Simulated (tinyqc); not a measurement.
Six-band hole subbands of a thin body in a field: one step. Its levels. Three cases, with inputs chosen for the exercise.

Task: Diagonalise; the levels come in pairs. Give each pair and its weights on X, Y, Z, summed over spin and averaged over the pair.

Case 1.

H (meV), lower triangle (Hermitian):
```
                  X+         Y+        Z+                X-        Y-        Z-
X+          113.6412
Y+  56.6374-15.0000i   113.6412
Z+                 0          0  156.2160
X-                 0          0   15.0000          113.6412
Y-                 0          0  15.0000i  56.6374+15.0000i  113.6412
Z-          -15.0000  -15.0000i         0                 0         0  156.2160
```

Case 2.

H (meV), lower triangle (Hermitian):
```
                  X+         Y+        Z+                X-       Y-       Z-
X+           42.8995
Y+  52.3592-15.0000i    42.8995
Z+           25.8104    25.8104   73.7455
X-                 0          0   15.0000           42.8995
Y-                 0          0  15.0000i  52.3592+15.0000i  42.8995
Z-          -15.0000  -15.0000i         0           25.8104  25.8104  73.7455
```

Case 3.

H (meV), lower triangle (Hermitian):
```
                  X+         Y+        Z+                X-        Y-        Z-
X+          127.0120
Y+  53.7008-14.3333i   127.0120
Z+                 0          0  114.3326
X-                 0          0   14.3333          127.0120
Y-                 0          0  14.3333i  53.7008+14.3333i  127.0120
Z-          -14.3333  -14.3333i         0                 0         0  114.3326
```

Give: levels; weights.

Result:

Case 1.

levels (meV): 53.38  146.89  183.23

weights:
```
   pair 1  pair 2  pair 3
X   0.492   0.157   0.351
Y   0.492   0.157   0.351
Z   0.016   0.685   0.299
```

Case 2.

levels (meV): -14.13  46.00  127.68

weights:
```
   pair 1  pair 2  pair 3
X   0.483   0.199   0.318
Y   0.483   0.199   0.318
Z   0.034   0.602   0.364
```

Case 3.

levels (meV): 67.97  114.13  186.25

weights:
```
   pair 1  pair 2  pair 3
X   0.464   0.061   0.475
Y   0.464   0.061   0.475
Z   0.073   0.878   0.049
```

Computed by tinyqc, one run a case: `OMP_NUM_THREADS=1 python tinyqc.py N N+1 out.jsonl` with N = 1280404, 1280512, 1280569; one thread of a shared Intel(R) Xeon(R) Processor @ 2.30GHz, about 0.4 s a run at most.
